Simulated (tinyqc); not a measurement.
Surface photovoltage measurement of the minority-carrier diffusion length in a wafer. From one set of inputs to another, one input at a time. Computed by tinyqc, a small Python program. Command: `OMP_NUM_THREADS=1 python tinyqc.py 3130294 3130295 out.jsonl spv ladder`. One thread of a shared host (Intel(R) Xeon(R) Processor @ 2.30GHz), about 0.02 s of CPU time with the checks.

Low injection, steady light, a depletion layer much thinner than 1/alpha and L. The excess density dn is taken at the front edge of the neutral region; light that reaches the back is lost.

The inputs printed are set A. Inputs not listed in the table keep their values of set A, so the rows need not describe a real material.

Inputs (values chosen for the exercise, modelled on p-type silicon at room temperature):
```
quantity                                              value               unit
diffusion length L                                      420         micrometre
wafer thickness W                                       775         micrometre
diffusivity D                                          32.5             cm^2/s
front recombination velocity S_f                       1800               cm/s
back recombination velocity S_b                      120000               cm/s
photon flux entering                                3.6e+11         1/(cm^2 s)
minority density at the surface barrier scale n_0   1.1e+10             1/cm^3
temperature T                                           298                  K
wavelength                                              954                 nm
diffusion length after pair splitting over L           0.88                  -
iron factor C                                      1.07e+16  micrometre^2/cm^3
```

normal deviates g for the noise: 0.74  -1.06  0.47  -0.84  -0.85  -0.26  -0.53

Constants: k_B = 8.617333262e-05 eV/K.

Method:
- alpha = (84.732/lambda - 76.417)^2 per cm with lambda in micrometre (an empirical fit for silicon between 0.7 and 1.05 micrometre).
- Thick wafer: dn = Phi L/((S_f + D/L)(L + 1/alpha)). Finite wafer, with s = S_b L/D, w = W/L, a = alpha L: dn = [Phi a/(a^2 - 1)] [a - B - exp(-alpha W)(a - s)/(cosh w + s sinh w)]/(S_f + B D/L), B = (sinh w + s cosh w)/(cosh w + s sinh w).
- Photovoltage V = (k_B T/e) ln(1 + dn/n_0). Lifetime = L^2/D.
- Readings y = (Phi/dn) (1 + noise x g) at 780, 830, 880, 920, 950, 975 and 995 nm; a least-squares line y = c (1/alpha + L_app) gives L_app = intercept/slope.
- Splitting iron-boron pairs in boron-doped silicon shortens L; with nothing else changing, [Fe] = C (1/L_after^2 - 1/L^2). It is evaluated with the true lengths and with the apparent ones (without noise), which differ when the wafer is not thick against L.

Each row keeps all changes above it:
```
input moved                                 from      to  dn, finite wafer (1/cm^3)  photovoltage V (mV)  [Fe] from the apparent lengths (1/cm^3)
set A                                          -       -                 1.1820e+08               0.2745                               1.5484e+10
diffusivity D (cm^2/s)                      32.5    25.6                 1.2655e+08               0.2938                               1.5481e+10
wavelength (nm)                              954     927                 1.3258e+08               0.3077                               1.5481e+10
photon flux entering (1/(cm^2 s))        3.6e+11   4e+12                 1.4731e+09               3.2274                               1.5481e+10
back recombination velocity S_b (cm/s)    120000  940000                 1.4728e+09               3.2268                               1.5470e+10
diffusion length L (micrometre)              420      97                 6.1761e+08               1.4028                               3.3128e+11
front recombination velocity S_f (cm/s)     1800   21000                 1.1598e+08               0.2693                               3.3128e+11
```

dn, finite wafer goes from 1.18e8 to 1.16e8, a factor 0.9812 in all. The largest single move comes from photon flux entering (a factor 11.1), but it runs against the net change; the largest move in the direction of the net change is front recombination velocity S_f (a factor 0.188). Photovoltage V goes from 0.274 to 0.269, a factor 0.9813 in all. The largest single move comes from photon flux entering (a factor 10.5), but it runs against the net change; the largest move in the direction of the net change is front recombination velocity S_f (a factor 0.192). [Fe] from the apparent lengths goes from 1.55e10 to 3.31e11, a factor 21.4 in all. The largest single move comes from diffusion length L (a factor 21.4). The single moves hold for this order of the switches; the total does not depend on the order.

Caution (rows photon flux entering, back recombination velocity S_b): dn is not small against n_0, so V is not linear in the flux; the constant-flux reading then needs dn, not V.

Extremes, crossings and ranges named in words are read from the listed rows.
